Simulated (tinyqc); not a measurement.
The first four gaps: longitudinal sound in a periodic multilayer: transfer matrices, stop bands and folded phonons. Computed by tinyqc, a small Python program. Command: `OMP_NUM_THREADS=1 python tinyqc.py 3002229 3002230 out.jsonl multilayer walk`. One thread of a shared host (Intel(R) Xeon(R) Processor @ 2.30GHz), about 0.01 s of CPU time with the checks.

Layers 1 and 2 repeat with period d = d_1 + d_2; waves travel normal to the layers, without loss. State vector (u, s): displacement u and stress divided by omega. Impedances Z = rho v are in 1e6 kg/(m^2 s).

Inputs (values chosen for the exercise, modelled on silica (layer 1), aluminium nitride (layer 2) and gallium arsenide (substrate)):
```
quantity            value    unit
density rho_1        2.16  g/cm^3
velocity v_1         5900     m/s
thickness d_1        6.11      nm
density rho_2        3.23  g/cm^3
velocity v_2        10800     m/s
thickness d_2        11.3      nm
substrate density    5.31  g/cm^3
substrate velocity   4770     m/s
```

Method:
- Z = rho v; interface reflection r = (Z_2 - Z_1)/(Z_2 + Z_1) (stress amplitude, from 1 into 2); Bragg frequency f_B = 1/[2 (d_1/v_1 + d_2/v_2)]; long-wave velocity v_eff = d/sqrt[(d_1/v_1)^2 + (d_2/v_2)^2 + (Z_1/Z_2 + Z_2/Z_1)(d_1/v_1)(d_2/v_2)].
- A layer maps (u, s) by [[cos p, sin p/Z], [-Z sin p, cos p]], p = 2 pi f d_i/v_i; one period is M = M_2 M_1, and cos(q d) = trace(M)/2.
- Gap m contains m f_B; its edges, where trace(M)/2 = (-1)^m, are found by root search. Weak-contrast estimate of the width: (4 f_B/pi) |r sin(m pi a)|, a = (d_1/v_1)/(d_1/v_1 + d_2/v_2).

Bragg frequency f_B = 240.166 GHz

Z_1 = 12.744

Z_2 = 34.884

interface reflection r = 0.464853

Stop bands (GHz):
```
m  lower edge  upper edge   width  weak-contrast estimate
1      166.25      314.08  147.83                  142.14
2      479.19      481.48    2.30                    2.30
3      646.60      794.39  147.79                  142.11
4      958.38      962.97    4.59                    4.59
```

What follows from these numbers?

With a = 0.497, gap 1 is the widest and gap 2 the narrowest: the layers are near a quarter wave each at f_B, so the even gaps almost close. The weak-contrast estimate misses the first width by -3.8 % at |r| = 0.46. Odd gaps open at the edge of the folded zone (q = pi/d), even ones at its centre.
